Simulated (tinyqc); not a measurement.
Sheet resistance of a shallow doped layer with concentration-dependent mobility and limited activation: one step, computed by the program tinyqc.

A layer of one dopant lies in a background of the opposite type. Current flows parallel to the surface down to the junction; depletion is ignored.

Question. Sheet resistance. C(x) = C_s exp(-x^2/(2 l^2)). Active density N = min(C, C_a); carriers n = N - C_B; mobility mu = mu_min + (mu_max - mu_min)/(1 + ((N + C_B)/N_r)^alpha). Integrals from 0 to x_j, where C = C_B (Gauss-Legendre, 60 points on each smooth piece; 1 nm = 1e-7 cm): dose int C dx, carriers int n dx, mean mobility int n mu dx/int n dx, R_s = 1/(e int n mu dx).

Inputs (values chosen for the exercise, modelled on antimony in silicon):
```
quantity                      value        unit
surface concentration C_s     4e+20      1/cm^3
length l                        5.2          nm
background C_B              4.1e+16      1/cm^3
mobility floor mu_min          60.6  cm^2/(V s)
mobility mu_max                1410  cm^2/(V s)
reference density N_r      9.25e+16      1/cm^3
exponent alpha                0.705           -
anneal temperature T            750           C
```

Profile: Gaussian.

active limit C_a = 7.706008e+18 1/cm^3

Constants: e = 1.602176634e-19 C.

Give: chemical dose; sheet carrier density; mean mobility; sheet resistance R_s; carriers per dopant atom; product R_s x_j.

Answer.

chemical dose = 2.6068e+14 1/cm^2

sheet carrier density = 1.2455e+13 1/cm^2

mean mobility = 123.30 cm^2/(V s)

sheet resistance R_s = 4064.2 ohm/square

carriers per dopant atom = 0.047780

product R_s x_j = 90583 ohm nm
